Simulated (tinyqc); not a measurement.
Worked calculation: LDA (PW92) atom on a uniform radial grid, spin-unpolarised, for C(2+). Computed by tinyqc, a small Python program that keeps every step. Settings: Z = 6, points = 128, R = 7.2, functional = lda,pw, mixing = 1.0, iteration cap = 89. Command: `OMP_NUM_THREADS=1 python tinyqc.py 20278 20279 out.jsonl` (the two numbers bound the seeds that draw the settings). One thread of a shared host (Intel(R) Xeon(R) Processor @ 2.60GHz), about 0.06 s of CPU time with the checks. Later iterations appear only in the table of the cycle.

## Iteration 1

Spherical atom on a uniform radial grid r_j = j h with h = R/(N + 1), h sum u^2 = 1 and integrals as h times sums, u(0) = u(R) = 0 (atomic units):
```
parameter,value
Z,6
points N,128
R,7.200000
h,0.055814
mixing,1.000000
electrons in 1s,2
electrons in 2s,2
```

Three-point differences turn -u''/2 + [l(l+1)/2r^2 - Z/r + V] u = e u into a tridiagonal matrix (diagonal 1/h^2 + potential, off-diagonal -1/2h^2). D = sum f u^2; the Hartree potential y/r solves y'' = -D/r with y(0) = 0, y(R) = N_e; v_xc comes from rho = D/(4 pi r^2); E = sum f e - int D V + int D (V_H/2 + eps_xc); V(new) = V + mixing (V_H + v_xc - V).

eigenvalues (hartree): 1s -17.5218, 2s -4.4689

Every 8th grid point:
```
r,V in,u(1s),u(2s),D,V_H,v_xc
0.4465,0.0000,0.9199,-0.3955,2.0055,6.6520,-0.9919
0.8930,0.0000,0.1324,-1.0663,2.3092,4.1425,-0.6709
1.3395,0.0000,0.0143,-0.7608,1.1580,2.9425,-0.4215
1.7860,0.0000,0.0014,-0.3866,0.2989,2.2346,-0.2343
2.2326,0.0000,1.23e-04,-0.1667,0.0555,1.7912,-0.1238
2.6791,0.0000,1.07e-05,-0.0651,0.0085,1.4930,-0.0633
3.1256,0.0000,8.96e-07,-0.0239,0.0011,1.2798,-0.0315
3.5721,0.0000,7.37e-08,-0.0083,1.39e-04,1.1198,-0.0152
4.0186,0.0000,5.97e-09,-0.0028,1.58e-05,0.9954,-0.0072
4.4651,0.0000,4.77e-10,-0.0009,1.71e-06,0.8958,-0.0033
4.9116,0.0000,3.78e-11,-2.97e-04,1.76e-07,0.8144,-0.0015
5.3581,0.0000,0,-9.37e-05,1.76e-08,0.7465,-0.0007
5.8047,0.0000,0,-2.91e-05,1.70e-09,0.6891,-2.96e-04
6.2512,0.0000,0,-8.89e-06,1.58e-10,0.6399,-1.29e-04
6.6977,0.0000,0,-2.53e-06,1.28e-11,0.5972,-5.37e-05
7.1442,0.0000,0,-2.12e-07,0,0.5599,0.0000
```

total energy = -34.280153 hartree

## Iteration 2

As before.

eigenvalues (hartree): 1s -9.9908, 2s -1.2597

Every 8th grid point:
```
r,V in,u(1s),u(2s),D,V_H,v_xc
0.4465,5.6601,1.0124,-0.1153,2.0766,5.9790,-1.0029
0.8930,3.4716,0.2150,-0.7701,1.2785,3.7501,-0.5582
1.3395,2.5210,0.0371,-0.8510,1.4511,2.7871,-0.4518
1.7860,2.0003,0.0059,-0.6795,0.9235,2.1864,-0.3298
2.2326,1.6674,0.0009,-0.4697,0.4413,1.7778,-0.2303
2.6791,1.4297,1.34e-04,-0.2998,0.1798,1.4895,-0.1577
3.1256,1.2483,1.97e-05,-0.1822,0.0664,1.2788,-0.1068
3.5721,1.1045,2.86e-06,-0.1071,0.0229,1.1196,-0.0718
4.0186,0.9882,4.11e-07,-0.0615,0.0076,0.9953,-0.0480
4.4651,0.8925,5.88e-08,-0.0347,0.0024,0.8958,-0.0318
4.9116,0.8129,8.38e-09,-0.0193,0.0007,0.8144,-0.0210
5.3581,0.7459,1.19e-09,-0.0106,2.23e-04,0.7465,-0.0137
5.8047,0.6888,1.68e-10,-0.0057,6.45e-05,0.6891,-0.0089
6.2512,0.6398,2.37e-11,-0.0029,1.70e-05,0.6399,-0.0056
6.6977,0.5972,0,-0.0013,3.23e-06,0.5972,-0.0031
7.1442,0.5599,0,-1.30e-04,3.41e-08,0.5599,-0.0007
```

total energy = -35.148777 hartree

## Convergence

Stop when input and output potentials agree to 1e-7.

Course of the cycle (hartree):
```
iteration,E,e(1s),e(2s),largest |V(out) - V(in)|
1,-34.280153,-17.5218,-4.4689,1.00e+01
2,-35.148777,-9.9908,-1.2597,1.60e+00
3,-35.169484,-10.9772,-1.4949,2.67e-01
4,-35.170061,-10.8145,-1.4558,4.45e-02
5,-35.170077,-10.8415,-1.4622,7.38e-03
6,-35.170077,-10.8370,-1.4611,1.22e-03
7,-35.170077,-10.8377,-1.4613,2.03e-04
8,-35.170077,-10.8376,-1.4613,3.36e-05
9,-35.170077,-10.8376,-1.4613,5.57e-06
10,-35.170077,-10.8376,-1.4613,9.24e-07
11,-35.170077,-10.8376,-1.4613,1.53e-07
12,-35.170077,-10.8376,-1.4613,2.54e-08
```

Converged in 12 iterations. A uniform grid resolves the cusp poorly: for a bare nucleus this grid gives 1s at -17.52180 against -Z^2/2 = -18 hartree. Before convergence this energy mixes input and output and is not variational, so it may rise towards its limit.
